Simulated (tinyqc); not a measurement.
Armchair graphene nanoribbon in tight binding, step by step. Values are carried at full precision from step to step, so a last printed digit may differ when a step is redone from the rounded ones.

An armchair ribbon of N dimer lines, width (N - 1) sqrt3 acc/2, period 3 acc, one pz orbital a site. In line n, A_n binds to B_n with -t exp(ik/3), times (1 + d) in the two edge lines, and to B_(n-1) and B_(n+1) with -t exp(-ik/6); k runs from -pi to pi. For d = 0 the modes across the ribbon are sin(n p pi/(N + 1)), p = 1 to N, with E = -/+ t sqrt(1 + 4 c^2 + 4 c cos(k/2)), c = cos(p pi/(N + 1)).

Parameters, chosen for this exercise (near those used for graphene; not measured data):
```
symbol  value  unit  meaning
t       2.62   eV    hopping
N       4            dimer lines
k       0.86         k times the period 3 acc
d       0            relative strengthening of the edge bonds
```

## Transverse modes without edge correction

For each p give c, |E| at k = 0, t |1 + 2c|, and |E| at the given k.

Modes:
```
p        c  |E| at k = 0 (eV)  |E| at k (eV)
1   0.8090             6.8592         6.7102
2   0.3090             4.2392         4.1471
3  -0.3090             1.0008         1.3319
4  -0.8090             1.6192         2.1550
```

N = 4 = 3 x 1 + 1. No mode has c = -1/2; the nearest, p = 3, leaves a gap of 2.0015 eV.

## The Hamiltonian at k

Fill in the matrix.

H(k) (eV):
```
                 A1               A2               A3               A4               B1               B2
A1                0                0                0                0  -2.5131-0.7408i  -2.5931+0.3742i
A2                0                0                0                0  -2.5931+0.3742i  -2.5131-0.7408i
A3                0                0                0                0                0  -2.5931+0.3742i
A4                0                0                0                0                0                0
B1  -2.5131+0.7408i  -2.5931-0.3742i                0                0                0                0
B2  -2.5931-0.3742i  -2.5131+0.7408i  -2.5931-0.3742i                0                0                0
B3                0  -2.5931-0.3742i  -2.5131+0.7408i  -2.5931-0.3742i                0                0
B4                0                0  -2.5931-0.3742i  -2.5131+0.7408i                0                0

                 B3               B4
A1                0                0
A2  -2.5931+0.3742i                0
A3  -2.5131-0.7408i  -2.5931+0.3742i
A4  -2.5931+0.3742i  -2.5131-0.7408i
B1                0                0
B2                0                0
B3                0                0
B4                0                0
```

## Levels at k

Diagonalise H.

levels (eV): -6.7102  -4.1471  -2.1550  -1.3319  1.3319  2.1550  4.1471  6.7102

The levels come in pairs +E, -E because only A-B bonds occur.

## The gap with the edge correction

First order in d: for the mode p nearest to c = -1/2 the gap is 2t |1 + 2c + d w|, w = 4 sin^2(p pi/(N + 1))/(N + 1) being the weight on the two edge lines. Compare with twice the smallest |E| of H(0).

p = 3
w = 0.7236
gap to first order = 2.0015 eV
gap from H(0) = 2.0015 eV

With d = 0 the two agree.

## Checks

- Positive levels of H(k) for d = 0 against the mode formula: they agree to 1e-10 or better.

Computed by tinyqc, a small Python program: `OMP_NUM_THREADS=1 python tinyqc.py 1480353 1480354 out.jsonl` (the numbers bound the seed that draws the inputs); one thread of a shared host (Intel(R) Xeon(R) Processor @ 2.30GHz), about 0.04 s for the whole set of steps.
